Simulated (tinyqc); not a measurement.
Oxide trap near a transistor channel: two-state multiphonon kinetics, telegraph noise and bias instability: one step, computed by the program tinyqc.

An n-channel device under positive gate bias. The trap is empty (state 1) or holds an electron (state 2); both states are parabolas of equal curvature, and the electron reservoir is taken at the Fermi level of the channel.

Task: Step height and noise. Charge-sheet step dV = e (t_ox - x)/(eps_ox eps_0 W L); Lorentzian spectrum S(f) = 4 dV^2 tau_0^2/((tau_c + tau_e)(1 + (2 pi f tau_0)^2)); corner 1/(2 pi tau_0); variance dV^2 f_2 (1 - f_2) = dV^2 tau_0/(tau_c + tau_e).

Inputs (values chosen for the exercise, with an insulator like Si3N4 on silicon):
```
quantity                         value  unit
insulator constant eps_ox         7.42     -
insulator thickness t_ox           2.9    nm
trap depth x from the interface    1.2    nm
temperature T                      250     K
channel width W                     46    nm
channel length L                    18    nm
frequency f                      10000    Hz
```

Parts treated: one trap and an ensemble.

tau_0 = 1275355 s

capture time tau_c = 7.034937e+07 s

emission time tau_e = 1298902 s

Constants: e = 1.602176634e-19 C; eps_0 = 8.8541878128e-12 F/m.

Give: threshold step dV; corner frequency; S(f); root-mean-square noise.

Result:

threshold step dV = 5.007 mV

corner frequency = 1.248e-07 Hz

S(f) = 3.545e-22 V^2/Hz

root-mean-square noise = 0.6680 mV

f lies above the corner, on the 1/f^2 tail. Random dopants and current percolation, left out here, spread real steps around this value. Caution: at this temperature nuclear tunnelling through such barriers shortens the times below these classical values.
